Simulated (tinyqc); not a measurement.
Changing the substrate conductivity kappa: time-domain thermoreflectance: layered heat flow under a modulated pulse train, and what the signal ratio measures. Computed by tinyqc, a small Python program. Command: `OMP_NUM_THREADS=1 python tinyqc.py 3113364 3113365 out.jsonl tdtr sweep`. One thread of a shared host (Intel(R) Xeon(R) Processor @ 2.30GHz), about 0.2 s of CPU time with the checks.

Pulses repeat at 80 MHz; heat is laid down at the surface, all layers are isotropic, and the film is in perfect contact with the substrate.

Inputs (values chosen for the exercise, modelled on aluminium on germanium):
```
quantity,value,unit
metal thickness d,73,nm
metal conductivity,150,W/(m K)
metal heat capacity,2.42,MJ/(m^3 K)
boundary conductance G under the metal,170,MW/(m^2 K)
film thickness,180,nm
film conductivity,3.4,W/(m K)
film heat capacity,2.8,MJ/(m^3 K)
substrate heat capacity C,1.71,MJ/(m^3 K)
modulation frequency f,1,MHz
"spot radius w (1/e^2, pump and probe)",6.1,micrometre
delay t,140,ps
```

Stack: metal, film, substrate.

Method:
- Penetration depth sqrt(kappa/(pi f C)); effusivity sqrt(kappa C); cooling time of the metal d C_m/G; Kapitza length kappa/G.
- For radial wave number k and angular frequency W each layer has u = sqrt(4 pi^2 k^2 + i W C/kappa) and gamma = kappa u. Surface impedance from below: Z = 1/gamma for the substrate; a layer of thickness L maps Z to (Z + tanh(u L)/gamma)/(1 + gamma Z tanh(u L)); a boundary adds 1/G.
- Response per absorbed watt H(W) = 2 pi int_0^(2/w) Z(k, W) exp(-pi^2 k^2 w^2) k dk by 20 Gauss-Legendre points.
- Signal: X + iY = sum_(m = -M..M) H(2 pi (f + m f_r)) exp(i 2 pi m f_r t) exp(-pi (m/M)^2 x 4), f_r = 80 MHz, M = 4000, with H(-W) the complex conjugate of H(W); V_in = X, V_out = Y, ratio = -V_in/V_out.

One run for each value:
```
substrate conductivity kappa (W/(m K)),ratio -V_in/V_out,V_out (K/mW),phase of H(2 pi f) (degrees),depth over spot radius
0.5,0.924,-1.1786,-59.445,0.0500
1.3,1.135,-0.9709,-53.846,0.0806
3.3,1.442,-0.7589,-47.270,0.1285
8.6,1.919,-0.5567,-39.544,0.2074
58,4.013,-0.2488,-22.434,0.5387
150,6.401,-0.1495,-14.988,0.8662
390,9.997,-0.0917,-10.103,1.3968
1000,13.569,-0.0655,-7.714,2.2366
```

Give the missing row, substrate conductivity kappa (W/(m K)) = 22.

Computed row; columns: (1) substrate conductivity kappa (W/(m K)); (2) ratio -V_in/V_out; (3) V_out (K/mW); (4) phase of H(2 pi f) (degrees); (5) depth over spot radius:
```
(1)    (2)      (3)      (4)     (5)
22   2.664  -0.3886  -31.239  0.3317
```

Interpolating between the two neighbouring rows (the first column on a logarithmic scale, the others too where they are positive) misses most in V_out (K/mW), by 4.3 %. Over the rows, ratio -V_in/V_out rises from 0.924 to 13.6 (exponent d ln y / d ln x 0.22 between the first rows and 0.32 between the last); V_out (K/mW) rises from -1.18 to -0.0655 (exponent d ln y / d ln x -0.20 between the first rows and -0.36 between the last); phase of H(2 pi f) (degrees) rises from -59.4 to -7.71 (exponent d ln y / d ln x -0.10 between the first rows and -0.29 between the last).
